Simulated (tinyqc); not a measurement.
# Read current of a NAND string, cells in series solved by shooting: read current against the number of cells

Cells in series, numbered from 0 at the source line (0 V) to the bit line, each followed by a gap resistance Rg. A cell with gate Vg, threshold VT, source Vs and drain Vd passes I = 2 nf K Vt^2 [F(Vs) - F(Vd)]/(1 + th max(Vg - VT, 0)), F(V) = ln^2(1 + exp((Vg - VT - nf V)/(2 nf Vt))). The selected cell has Vg = Vr, the others Vg = Vp.

For a trial current I start at 0 V and, cell by cell, solve for the drain: sqrt(F(Vd)) = sqrt(F(Vs) - I/k), k = 2 nf K Vt^2/(1 + th max(Vg - VT, 0)), Vd = [Vg - VT - 2 nf Vt ln(exp(sqrt F) - 1)]/nf, then add I Rg. The string current is the I for which the last node reaches Vbl. The apparent threshold is the Vr at which I = Is. Background: all other cells erased (VT = Ve) or all in the highest state (VT = Vh); ratio and shift are high over erased and high minus erased. The selected cell is in the middle, cell n/2.

Values chosen for this exercise; values of the order met in vertical NAND strings:
- T = 300 K (temperature)
- K = 17 uA/V^2 (gain factor of a cell)
- nf = 1.3 (slope factor)
- th = 0.16 1/V (mobility reduction factor)
- Rg = 1.2 kohm (resistance of the gap between cells)
- Vbl = 0.3 V (bit-line voltage)
- Vp = 7.2 V (pass voltage)
- Ve = -0.5 V (threshold of an erased cell)
- Vh = 3.8 V (threshold of the highest state)
- Vx = 3 V (threshold of the selected cell)
- Is = 50 nA (sensing current)
- Vr = 3.41 V (read voltage on the selected word line)

Constants: q = 1.602176634e-19 C, kB = 1.380649e-23 J/K, Vt = kB T/q. Results are converted to the units shown.

Result of one run:
columns A: n; B: I, others erased (uA); C: I, others high (uA); D: ratio; E: apparent VT, erased (V); F: apparent VT, high (V); G: background shift (mV)
```
A       B       C       D      E      F      G
8  0.6810  0.5799  0.8516  3.072  3.074  2.543
```

What becomes of these results when the number of cells n is changed from 8 to 16, all else the same?

Result of the changed run:
columns A: n; B: I, others erased (uA); C: I, others high (uA); D: ratio; E: apparent VT, erased (V); F: apparent VT, high (V); G: background shift (mV)
```
A        B       C       D      E      F      G
16  0.5110  0.4013  0.7853  3.076  3.081  5.098
```

The whole series:
columns A: n; B: I, others erased (uA); C: I, others high (uA); D: ratio; E: apparent VT, erased (V); F: apparent VT, high (V); G: background shift (mV)
```
A          B        C       D      E      F      G
8     0.6810   0.5799  0.8516  3.072  3.074  2.543
16    0.5110   0.4013  0.7853  3.076  3.081  5.098
32    0.3397   0.2468  0.7265  3.086  3.096  10.25
64    0.2029   0.1390  0.6853  3.105  3.126  20.75
96    0.1445  0.09672  0.6693  3.124  3.156  31.76
128   0.1122  0.07414  0.6607  3.144  3.189  44.73
192  0.07753  0.05054  0.6518  3.184  3.372  188.0
```

With erased neighbours the current falls from 0.681 to 0.0775 uA, as n^(-0.41) between the first two rows and n^(-0.91) between the last two (-1 once the series resistance rules). The ratio falls from 0.852 to 0.652 and the background shift rises from 2.54 to 188 mV.

tinyqc, about 0.4 s, one thread, Intel Xeon 2.30GHz (shared host): `OMP_NUM_THREADS=1 python tinyqc.py 2142284 2142285 out.jsonl`
